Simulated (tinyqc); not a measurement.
Brillouin zone and empty-lattice bands of the fcc structure: one step. Empty-lattice levels at Gamma, W and L.

Primitive vectors a (0,1/2,1/2), a (1/2,0,1/2), a (1/2,1/2,0); one atom. Reciprocal vectors obey a_i.b_j = 2 pi delta_ij; k is given in units of 2 pi/a. Empty-lattice levels are c0 (2 pi/a)^2 |k + G|^2, c0 = hbar^2/2m0. Points: X = (1, 0, 0), L = (0.5, 0.5, 0.5), K = (0.75, 0.75, 0), W = (1, 0.5, 0), U = (1, 0.25, 0.25).

Constants: hbar^2/2m0 = 3.80998211 eV angstrom^2.

Inputs chosen for the exercise (out of a larger set: lattice near that of Ag; not measured data): a = 4.091 angstrom (lattice constant).

Question. Give the five lowest values of |k + G|^2 with their degeneracy (spin not counted).

Give: a table of point, |k + G|^2, degeneracy, E (eV).

Answer.

Levels:
```
point  |k + G|^2  degeneracy  E (eV)
Gamma     0.0000           1   0.000
Gamma     3.0000           8  26.962
Gamma     4.0000           6  35.949
Gamma     8.0000          12  71.897
Gamma    11.0000          24  98.859
W         1.2500           4  11.234
W         3.2500           4  29.208
W         5.2500           8  47.183
W         7.2500          12  65.157
W         9.2500           4  83.131
L         0.7500           2   6.740
L         2.7500           6  24.715
L         4.7500           6  42.689
L         6.7500           8  60.664
L         8.7500          12  78.638
```

The lowest level is 4-fold at W and 2-fold at L: as many zones meet there, and these are the lowest sets at these points on which a weak potential acts.

Program tinyqc; command `OMP_NUM_THREADS=1 python tinyqc.py 1880074 1880075 out.jsonl`; about 0.01 s on one thread of a shared Intel(R) Xeon(R) Processor @ 2.30GHz.
